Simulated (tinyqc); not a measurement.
# Single-junction solar cell, detailed-balance limit: effects of single changes

Every photon above the gap Eg makes one pair and none below is absorbed; carriers thermalise at T and move without loss. Jsc = q fs X Phi(Eg, Ts); the dark current is J0 = q ge Phi(Eg, T)/ERE with the Boltzmann factor exp(V/Vt). The efficiency is the electrical power over fs X sigma Ts^4.

Inputs (values chosen for the exercise): cell temperature T = 298 K; temperature of the black-body sun Ts = 5800 K; share of the hemisphere filled by the sun fs = 2.16e-5; concentration X = 500; external radiative efficiency ERE = 1; number of faces that emit ge = 1; band gap Eg = 1.79 eV.

Constants: q = 1.602176634e-19 C, kB = 1.380649e-23 J/K, h = 6.62607015e-34 J s, c = 299792458 m/s, Vt = kB T/q. Results are converted to the units shown.

Each table varies one quantity; the others keep the values above.

## Effect of the concentration

Photon flux above E from a black body at temperature T into a hemisphere: Phi(E, T) = A sum_k exp(-k E/th)[E^2 th/k + 2 E th^2/k^2 + 2 th^3/k^3], k = 1, 2, ..., with th = kB T/q in eV and A = 2 pi q^3/(h^3 c^2). J(V) = Jsc - J0 (exp(V/Vt) - 1); Voc = Vt ln(1 + Jsc/J0); at maximum power v = Vmp/Vt solves (1 + v) exp(v) = 1 + Jsc/J0. Pin = fs X sigma Ts^4, sigma = 2 pi^5 kB^4/(15 h^3 c^2). FF = Vmp Jmp/(Voc Jsc).

Effect of the concentration:
```
X     Jsc (mA/cm^2)  Voc (V)  Eg/q - Voc (V)      FF  efficiency (%)
1             26.42    1.512          0.2782  0.9150           26.37
3             79.27    1.540          0.2500  0.9162           26.90
10            264.2    1.571          0.2191  0.9175           27.48
30            792.7    1.599          0.1909  0.9187           28.01
100            2642    1.630          0.1600  0.9199           28.59
300            7927    1.658          0.1318  0.9210           29.12
1000        2.642e4    1.689          0.1008  0.9221           29.70
```

Read the table: what changes, and by how much?

As X goes from 1 to 1000, Jsc rises from 26.4 to 26400 mA/cm^2, Voc rises from 1.51 to 1.69 V and the efficiency rises from 26.4 to 29.7 %. Voc gains 59.1 mV a decade of concentration (Vt ln 10), while Jsc/Pin stays the same. For X = 300 to 1000 Voc lies within 6 Vt of the gap, where the Boltzmann form of the emission begins to fail. At X = 1000 the current passes 20 A/cm^2, where series resistance and heating, left out here, would dominate.

## Effect of the external radiative efficiency

Same model as above.

FF = Vmp Jmp/(Voc Jsc).

The same in every row: Jsc (mA/cm^2) = 13212.

Results:
```
ERE    Voc (V)  Eg/q - Voc (V)       FF  efficiency (%)
1e-6    1.3166         0.47341  0.90523          22.721
1e-5    1.3757         0.41429  0.90844          23.826
0.001   1.4940         0.29603  0.91419          26.038
0.01    1.5531         0.23690  0.91678          27.145
0.1     1.6122         0.17777  0.91921          28.253
1       1.6714         0.11864  0.92148          29.362
```

Estimate the missing row, ERE = 0.0001.

Computed row:
```
ERE     Voc (V)  Eg/q - Voc (V)       FF  efficiency (%)
0.0001   1.4348         0.35516  0.91142          24.931
```

With this row back in the table: As ERE goes from 1e-6 to 1, Jsc stays at 13200 mA/cm^2, Voc rises from 1.32 to 1.67 V and the efficiency rises from 22.7 to 29.4 %. Each decade of ERE is worth 59.1 mV (Vt ln 10). At ERE = 1 Voc lies within 6 Vt of the gap, where the Boltzmann form of the emission begins to fail.

Numbers from tinyqc (`OMP_NUM_THREADS=1 python tinyqc.py 2820011 2820012 out.jsonl`; about 0.01 s on one thread of a shared Intel Xeon 2.30GHz).
